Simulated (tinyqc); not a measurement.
Electroplating on a thin resistive seed layer: kinetics, Wagner number and the terminal effect across a wafer: one step, computed by the program tinyqc.

Current enters the seed at the rim. The bath is treated as a local resistance per area (no lateral flow in the liquid), two electrons per ion, molar volume 7.11 cm^3/mol, Faraday constant F = e N_A, kinematic viscosity 0.01 cm^2/s, omega = 2 pi x rpm/60; k_B T/e is in volts.

Problem. Rate, limit and resistances. Growth rate = i V_m/(2 F). Levich limit i_L = 0.62 x 2 F D^(2/3) omega^(1/2) nu^(-1/6) c. Tafel overpotential eta = (k_B T/(alpha e)) ln(i/i_0); kinetic resistance k_B T/(alpha e i); bath resistance h/kappa + plate; R_s = resistivity/t; Wagner number = kinetic resistance x kappa/R.

Inputs (values chosen for the exercise, of the order of those for copper plating on a thin cobalt or ruthenium seed):

| quantity | value | unit |
|---|---|---|
| wafer radius R | 7.5 | cm |
| seed thickness t | 17 | nm |
| seed resistivity | 3.4 | microohm cm |
| bath conductivity kappa | 0.069 | S/cm |
| gap to the anode h | 7.4 | cm |
| extra resistance of a porous plate | 0 | ohm cm^2 |
| exchange current density i_0 | 0.069 | mA/cm^2 |
| cathodic transfer coefficient alpha | 0.69 | - |
| mean current density | 30 | mA/cm^2 |
| diffusivity of the metal ion | 6.5e-06 | cm^2/s |
| metal ion concentration | 0.34 | mol/L |
| rotation rate | 60 | rpm |
| temperature T | 298 | K |

Constants: e = 1.602176634e-19 C; N_A = 6.02214076e+23 1/mol; k_B = 8.617333262e-05 eV/K.

Give: growth rate; limiting current i_L; overpotential; kinetic resistance; bath resistance R_b; sheet resistance R_s; Wagner number.

Solution.

growth rate = 663.21 nm/min

limiting current i_L = 76.512 mA/cm^2

overpotential = 226.09 mV

kinetic resistance = 1.2406 ohm cm^2

bath resistance R_b = 107.25 ohm cm^2

sheet resistance R_s = 2 ohm/square

Wagner number = 0.011413

Caution: the mean current exceeds 0.3 i_L, so depletion of metal ions, left out of the distribution, matters.
